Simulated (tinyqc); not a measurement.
# Frequency dispersion of an accumulation capacitance by border traps, distributed model, step by step

tinyqc, about 0.5 s, one thread, Intel Xeon 2.30GHz (shared host): `OMP_NUM_THREADS=1 python tinyqc.py 2202195 2202196 out.jsonl` Printed values are rounded.

Traps spread evenly through the insulator exchange electrons with the semiconductor by tunnelling, with tau(x) = t0 exp(2 ka x) at depth x from the interface. The admittance per area Y seen at depth x obeys dY/dx = -Y^2/(i w eps0 eox) + q Nb ln(1 + i w tau)/tau, with Y(0) = i w Cs and w = 2 pi f; the gate sees Y(tox) = G + i w C. Working variable y = Y/(i w), in uF/cm^2. Cox = eps0 eox/tox.

Parameters, values chosen for the exercise; permittivity close to that of silicon dioxide:
```
symbol,value,unit,meaning
eox,4.09,,relative permittivity of the insulator
tox,5.9,nm,insulator thickness
Cs,2.8,uF/cm^2,semiconductor capacitance in accumulation
Nb,2.5e19,cm^-3 eV^-1,density of border traps
ka,5.9,1/nm,decay constant of the wave function in the insulator
t0,7e-9,s,time constant of a trap at the interface
f,1e5,Hz,frequency
xe,0.88,nm,depth down to which the steps are taken
```

Constants: q = 1.602176634e-19 C, eps0 = 8.8541878128e-14 F/cm where lengths are in cm. Results are converted to the units shown.

## Scales and lumped estimate

Cox; trap-free value 1/(1/Cox + 1/Cs); response depth d = ln(1/(w t0))/(2 ka), where w tau = 1; lumped estimate: all traps within d act as C_bt = q Nb d placed at d/2, so C = 1/{1/[1/(1/Cs + d/(2 eps0 eox)) + C_bt] + (tox - d/2)/(eps0 eox)}.

Cox = 0.6137903 uF/cm^2
trap-free C = 0.5034325 uF/cm^2
d = 0.4598774 nm
C_bt = 0.1842012 uF/cm^2
lumped C = 0.5112172 uF/cm^2

The traps within reach amount to 0.0658 Cs and lie in the first 7.79 % of the insulator.

## Midpoint steps through the active depth

In terms of y: dy/dx = -y^2/(eps0 eox) + s(x), s = q Nb ln(1 + z)/z, z = i w tau. 9 midpoint steps of h = xe/9: y_half = y + (h/2) y'(x, y), y(new) = y + h y'(x + h/2, y_half).

```
point,x (nm),s (uF/(cm^2 nm)),y (uF/cm^2)
0,0,0.4005416-0.0008808i,2.800000+0.000000i
1,0.09777778,0.4005182-0.0027921i,2.640323-0.000147i
2,0.1955556,0.4002836-0.0088437i,2.501729-0.000595i
3,0.2933333,0.3979530-0.0277912i,2.380484-0.002002i
4,0.3911111,0.3769357-0.0811937i,2.273108-0.006336i
5,0.4888889,0.2711524-0.1554369i,2.172965-0.017175i
6,0.5866667,0.1211630-0.1364298i,2.069954-0.029962i
7,0.6844444,0.0424602-0.0750677i,1.967151-0.036405i
8,0.7822222,0.0138246-0.0339601i,1.870347-0.037473i
9,0.88,0.0044038-0.0139611i,1.781337-0.035953i
```

## Capacitance and conductance at the gate

y at xe = 1.781337-0.035953i uF/cm^2

Beyond xe the traps are ignored, so 1/y(tox) = 1/y(xe) + (tox - xe)/(eps0 eox); C = Re y, G/w = -Im y, loss tangent G/(w C).

y at the gate = 0.5134968-0.0029865i uF/cm^2
C = 0.5134968 uF/cm^2
G/w = 0.002986471 uF/cm^2
loss tangent = 0.005815949

A fine integration over the whole insulator gives C = 0.51344 and G/w = 0.003121 uF/cm^2; the coarse G/w is 4.3 % below that. The fine C is 2.0 % above the trap-free value, and the lumped estimate is 0.43 % below the fine result.
